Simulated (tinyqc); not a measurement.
Splitting against the number of planes: valley splitting in a one-orbital chain of atomic planes (second-neighbour model).

Each (001) plane carries one orbital with energy e0, hopping v to the next plane and u to the second: E(phi) = e0 + 2 v cos(phi) + 2 u cos(2 phi), where phi = pi - k a/4 (the sign of every second orbital is chosen so that v > 0, which shifts the phase by pi). The minimum lies at cos(phi0) = -v/(4u), phi0 = pi - (pi/2) k0 for a valley at k0 (2 pi/a), and e0 puts it at zero. A slab of N planes has hard walls: the matrix simply ends.

Constants: hbar^2/2m0 = 3.80998211 eV angstrom^2.

Values chosen for the exercise (out of a larger set: near those of the Delta valleys of silicon; abrupt walls in this chain split the valleys several times more than measured wells; not measured data):
- a = 5.427 angstrom (lattice constant; planes lie a/4 apart)
- ml = 0.962 m0 (longitudinal mass)
- N0 = 25 (first number of planes)

u = 0.588790 eV
v = 0.692512 eV
e0 = 1.381207 eV
phi0 = 1.869248 rad

Ten slabs from N0 on, of thickness (N - 1) a/4 between the outer planes. Effective mass: E1 = (c/ml)(pi/W)^2 with W = (N + 2) a/4: the amplitude vanishes on two missing planes at each end, and the envelope has its nodes N + 2 spacings apart. Large-N estimate of the splitting: 16 pi^2 u |sin(phi0) sin((N + 2) phi0)|/(N + 2)^3.

Doublet (meV):

| N | thickness (angstrom) | mean level | effective mass | splitting | estimate |
|---|---|---|---|---|---|
| 25 | 32.56 | 28.97 | 29.13 | 1.149 | 0.916 |
| 26 | 33.92 | 27.02 | 27.09 | 3.405 | 3.548 |
| 27 | 35.28 | 25.18 | 25.25 | 2.723 | 2.617 |
| 28 | 36.63 | 23.50 | 23.59 | 1.330 | 1.494 |
| 29 | 37.99 | 22.07 | 22.10 | 2.943 | 2.939 |
| 30 | 39.35 | 20.65 | 20.74 | 0.463 | 0.340 |
| 31 | 40.70 | 19.47 | 19.50 | 2.191 | 2.254 |
| 32 | 42.06 | 18.33 | 18.37 | 1.560 | 1.495 |
| 33 | 43.42 | 17.28 | 17.33 | 0.998 | 1.083 |
| 34 | 44.77 | 16.37 | 16.38 | 1.855 | 1.845 |

The mean level falls smoothly, from 29.0 to 16.4 meV, within 0.6 % of the effective-mass value. The splitting swings between 0.463 (N = 30) and 3.405 meV (N = 26): one plane more or less changes the phase between the two walls by phi0 = 1.869 rad. The estimate misses the computed values by at most 0.234 meV.

Computed by tinyqc, a small Python program: `OMP_NUM_THREADS=1 python tinyqc.py 1480296 1480297 out.jsonl` (the numbers bound the seed that draws the inputs); one thread of a shared host (Intel(R) Xeon(R) Processor @ 2.30GHz), about 0.01 s for the whole set of steps.
